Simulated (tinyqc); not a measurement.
X-ray reflectivity of a thin film on silicon: critical angles, Parratt recursion, fringes and roughness: one step, computed by the program tinyqc.

n = 1 - delta + i beta; the classical electron radius is r_e = 2.8179403e-6 nm. Layer 0 is vacuum, 1 the film, 2 the substrate.

Problem. Reflectivity at one angle. k_j = (2 pi/lambda) sqrt(sin^2 theta - 2 delta_j + 2 i beta_j); r_ij = (k_i - k_j)/(k_i + k_j) x exp(-2 k_i k_j sigma^2) (Nevot-Croce); r = (r_01 + r_12 p)/(1 + r_01 r_12 p), p = exp(2 i k_1 d); R = |r|^2.

Inputs (values chosen for the exercise, modelled on a porous low-k film on silicon, copper K-alpha radiation):
```
quantity                              value     unit
wavelength lambda                   0.15406       nm
film thickness d                       28.6       nm
roughness of the surface sigma_1        1.1       nm
roughness of the interface sigma_2     0.35       nm
grazing angle theta                    2.49  degrees
```

Constants:
```
layer      rho_e (1/nm^3)         delta          beta  critical angle (degrees)  q_c (1/nm)
film             399.2920  4.250327e-06  4.250327e-08                 0.1670509   0.2378188
substrate        711.4015  7.572626e-06  1.741704e-07                 0.2229774   0.3174375
```

Give: k_0, k_1, k_2; 1000 r_01; 1000 r_12; p; reflectivity R; q = 4 pi sin(theta)/lambda.

Solution.

k_0, k_1, k_2 (1/nm): 1.772  1.768  1.765

1000 r_01 = 5.759e-04-5.871e-06i

1000 r_12 = 0.4124-0.0164i

p = 0.8284+0.5560i

reflectivity R = 1.700e-07

q = 4 pi sin(theta)/lambda = 3.544 1/nm
